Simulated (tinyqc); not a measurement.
Band gaps under pressure and temperature from deformation potentials, step by step. Values are carried at full precision from step to step, so a last printed digit may differ when a step is redone from the rounded ones.

Murnaghan: V/V0 = (1 + Bp P/B0)^(-1/Bp), B0 = (C11 + 2 C12)/3. Each gap moves by a ln(V/V0) with its volume potential a, and falls with temperature by aV T^2/(T + bV) (Varshni); the two effects are added. No change of phase is considered.

Inputs chosen for the exercise (near those of InAs, the X and L potentials typical of such crystals; shifted at random, so the results belong to these values and not to a real crystal):
```
symbol  value                 unit    meaning
C11     82.6                  GPa
C12     45.7                  GPa
Bp      4.97                          pressure derivative of the bulk modulus
P       2.4                   GPa     pressure
Eg      0.416                 eV      gap at Gamma to the s-like level at 0 K, 0 GPa
EgX     1.435                 eV      gap to X at 0 K, 0 GPa
EgL     1.123                 eV      gap to L at 0 K, 0 GPa
aG      -6.15                 eV      volume potential of the Gamma gap
aX      1.2                   eV      volume potential of the X gap
aL      -3.07                 eV      volume potential of the L gap
aV      (0.271, 0.276, 0.27)  meV/K   Varshni alpha of Gamma, X, L
bV      (98, 94, 96)          K       Varshni beta of Gamma, X, L
T       300                   K       temperature
aT      4.4                   1e-6/K  linear thermal expansion near 300 K
```

## Volume under pressure

Give B0, V/V0, ln(V/V0), the change of the lattice constant and the linear estimate -P/B0.

B0 = 58.00 GPa
V/V0 = 0.96307
ln(V/V0) = -0.03763
change of a = -1.247 %
-P/B0 = -0.04138

The stiffening under pressure makes the compression 9.1 % smaller than the linear estimate.

## Gaps at P and T

Give both shifts and the gaps.

pressure shifts (eV): Gamma 0.2314, X -0.0452, L 0.1155

temperature shifts (eV): Gamma -0.0613, X -0.0630, L -0.0614

gaps (eV): Gamma 0.5861, X 1.3268, L 1.1772

The lowest valley is Gamma (direct gap), 591 meV below L; at 0 K and 0 GPa it is Gamma.

## Pressure coefficients

Expand in P: E = E0 + c1 P + c2 P^2 with c1 = -a/B0 and c2 = a Bp/(2 B0^2).

c1 (meV/GPa): Gamma 106.03, X -20.69, L 52.93

c2 (meV/GPa^2): Gamma -4.543, X 0.886, L -2.268

Gamma and L rise under pressure and X falls, as the signs of the volume potentials say.

## Pressures at which the valleys cross

Two gaps meet at ln(V/V0) = -(E_i - E_j)/(a_i - a_j), with the gaps at T and P = 0; then P = (B0/Bp)(exp(-Bp ln(V/V0)) - 1). A dash marks expansion or a compression beyond ln(V/V0) = -0.3.

Crossings:
```
pair     E_i - E_j (eV)  ln(V/V0)  P (GPa)
Gamma-X         -1.0172   -0.1384    11.55
Gamma-L         -0.7069   -0.2295    24.85
L-X             -0.3103   -0.0727     5.08
```

The lowest valley changes at 11.55 GPa (Gamma to X). The real crystal changes phase near 7 GPa, so a crossing above that is not reached.

## How much of dE/dT is thermal expansion

At 300 K: dE/dT = -aV T (T + 2 bV)/(T + bV)^2; expansion alone gives 3 aT a; the rest is electron-phonon coupling.

dE/dT (meV/K): Gamma -0.2546, X -0.2603, L -0.2541

from expansion (meV/K): Gamma -0.0812, X 0.0158, L -0.0405

remainder (meV/K): Gamma -0.1734, X -0.2761, L -0.2136

Expansion supplies 32 % of the slope at Gamma and 16 % at L; at X it works against the fall.

## Checks

- Slope of the Gamma gap at P = 0 by finite differences against c1 (meV/GPa): both 106.03.

(tinyqc, `OMP_NUM_THREADS=1 python tinyqc.py 1080335 1080336 out.jsonl`, Intel(R) Xeon(R) Processor @ 2.30GHz, 1 thread, shared host, about 0.01 s.)
